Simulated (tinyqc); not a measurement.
# Lossy on-chip transmission line with skin effect: two studies

A uniform line in a homogeneous dielectric: c = sqrt(er)/(c0 Z0), l = Z0 sqrt(er)/c0 (c0 = 299792458 m/s), g = w c td, w = 2 pi f. The resistance joins its limits as r = sqrt(r_dc^2 + r_hf^2), with r_dc = rho/(wd th), r_hf = kr rho/(2 delta (wd + th)), delta = sqrt(rho/(pi f mu0)), mu0 = 4 pi 1e-7 H/m; this is an interpolation, and internal inductance, up to 0.05 nH/mm at low frequency, is neglected.

Inputs (values chosen for the exercise):
- wd = 5.7 um (width of the strip)
- th = 2.3 um (thickness of the strip)
- rho = 2 uohm cm (resistivity)
- er = 4.2 (relative permittivity)
- td = 0.01 (loss tangent)
- Z0 = 45 ohm (lossless impedance sqrt(l/c))
- kr = 1.2 (factor for crowding and the return path)
- len = 3.2 mm (length)
- Rg = 100 ohm (source resistance)
- RL = 1e5 ohm (load resistance)
- CL = 300 fF (load capacitance)
- f = 1.9 GHz (frequency)

Each table varies one quantity; the others keep the values above.

## Line properties against frequency

gamma = sqrt((r + i w l)(g + i w c)) = alpha + i beta, Zc = sqrt((r + i w l)/(g + i w c)), roots with positive real part; loss 8.685889638 alpha in dB; phase velocity w/beta. ZL = 1/(1/RL + i w CL); reflection (ZL - Zc)/(ZL + Zc); Zin = Zc (ZL + Zc tanh(gamma len))/(Zc + ZL tanh(gamma len)); H = V_load/V_source = [Zin/(Zin + Rg)]/[cosh(gamma len) + (Zc/ZL) sinh(gamma len)].

Results:
```
f (GHz)  r (ohm/mm)  r/(w l)  loss (dB/mm)  |Zc| (ohm)  phase velocity over c0  length in wavelengths   |H| (dB)
0.01          1.527    79.00       0.02342       400.0                 0.07753               0.001377  -0.009470
0.03          1.530    26.38       0.04010       231.2                  0.1325               0.002418   -0.01076
0.09          1.539    8.845       0.06711       134.3                  0.2203               0.004361   -0.01906
0.3           1.569    2.705        0.1094       76.42                  0.3514               0.009114   -0.09987
2             1.793   0.4639        0.1726       47.25                  0.4764                0.04481     -2.658
7             2.332   0.1723        0.2373       45.33                  0.4864                 0.1536     -8.691
20            3.348  0.08661        0.3602       45.08                  0.4876                 0.4378     -10.88
60            5.383  0.04642        0.6313       45.02                  0.4879                  1.313     -18.39
```

Estimate the missing row, f = 0.8 GHz.

Computed row:
```
f (GHz)  r (ohm/mm)  r/(w l)  loss (dB/mm)  |Zc| (ohm)  phase velocity over c0  length in wavelengths  |H| (dB)
0.8           1.638    1.059        0.1443       54.31                  0.4412                0.01935   -0.5835
```

With this row back in the table: r equals w l at 0.851 GHz: below it |Zc| and the delay grow as in an RC line, above it |Zc| tends to Z0 = 45 ohm and the velocity to 1/sqrt(er) = 0.488 c0. The loss goes as f^(0.49) between the first two rows and f^(0.51) between the last two. |H| is -0.00947 dB in the first row and -18.4 dB in the last; between rows it can pass through resonances that the table doesn't show.

## Effect of the length

Same model as above.

The same in every row: r (ohm/mm) = 1.7808; r/(w l) = 0.48491; loss (dB/mm) = 0.17091; |Zc| (ohm) = 47.438; phase velocity over c0 = 0.47545.

Effect of the length:
```
len (mm)  length in wavelengths  |H| (dB)
0.32                  0.0042656  -0.67779
0.56                  0.0074648  -0.79767
0.98                   0.013063   -1.0261
1.7                    0.022661   -1.4617
3                      0.039990   -2.3302
5.2                    0.069316   -3.8272
9.1                     0.12130   -6.0567
16                      0.21328   -8.3312
```

What does the comparison show?

As len goes from 0.32 to 16, the loss stays at 0.171 dB/mm, |Zc| stays at 47.4 ohm and |H| goes from -0.678 to -8.33 dB, with its highest value among the rows, -0.678 dB, at len = 0.32.

Numbers from tinyqc (`OMP_NUM_THREADS=1 python tinyqc.py 2810166 2810167 out.jsonl`; about 0.01 s on one thread of a shared Intel Xeon 2.30GHz).
